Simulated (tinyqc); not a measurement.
Worked calculation: one-electron ion in a basis of Gaussians. Computed by tinyqc, a small Python program that keeps every step. Settings: Z = 4, l = 0. Command: `OMP_NUM_THREADS=1 python tinyqc.py 23392 23393 out.jsonl` (the two numbers bound the seeds that draw the settings). One thread of a shared host (Intel(R) Xeon(R) Processor @ 2.60GHz), about 0.01 s of CPU time with the checks.

## Matrices over normalised Gaussians

exponents of r^l exp(-a r^2) (1/bohr^2): [2.1920, 8.0830, 29.8000, 109.9000]

Z = 4

l = 0

With p = a_i + a_j and I(k) = Gamma((k+1)/2) / (2 p^((k+1)/2)): S = I(2l+2), T = (2l+3) a_i a_j S / p, V = -Z I(2l+1), each divided by sqrt(S_ii S_jj).

S:
```
[[1.0000, 0.7416, 0.3591, 0.1457],
 [0.7416, 1.0000, 0.7417, 0.3591],
 [0.3591, 0.7417, 1.0000, 0.7416],
 [0.1457, 0.3591, 0.7416, 1.0000]]
```

T (hartree):
```
[[3.2880, 3.8365, 2.1999, 0.9396],
 [3.8365, 12.1245, 14.1477, 8.1118],
 [2.1999, 14.1477, 44.7000, 52.1554],
 [0.9396, 8.1118, 52.1554, 164.8500]]
```

V (hartree):
```
[[-9.4504, -10.7297, -9.1688, -6.9641],
 [-10.7297, -18.1475, -20.6043, -17.6063],
 [-9.1688, -20.6043, -34.8448, -39.5616],
 [-6.9641, -17.6063, -39.5616, -66.9158]]
```

## Generalised eigenproblem

H = T + V (hartree):
```
[[-6.1624, -6.8932, -6.9688, -6.0245],
 [-6.8932, -6.0230, -6.4566, -9.4945],
 [-6.9688, -6.4566, 9.8552, 12.5938],
 [-6.0245, -9.4945, 12.5938, 97.9342]]
```

Solve H C = S C e through S^(-1/2); each column has its largest component positive (the first on a tie).

eigenvalues of S: [0.0714, 0.3034, 1.0411, 2.5841]

eigenvalues (hartree): [-7.9766, 2.7772, 43.2701, 221.4118]

coefficients:
```
[[0.5632, 1.3915, -0.7096, 0.3010],
 [0.4260, -1.3609, 1.8733, -0.9646],
 [0.1075, 0.0144, -1.7303, 1.8620],
 [0.0337, -0.0576, 0.0808, -1.6840]]
```

For Z = 4 and l = 0 the exact lowest level is -Z^2/(2 n^2) with n = l + 1: -8.000000 hartree.
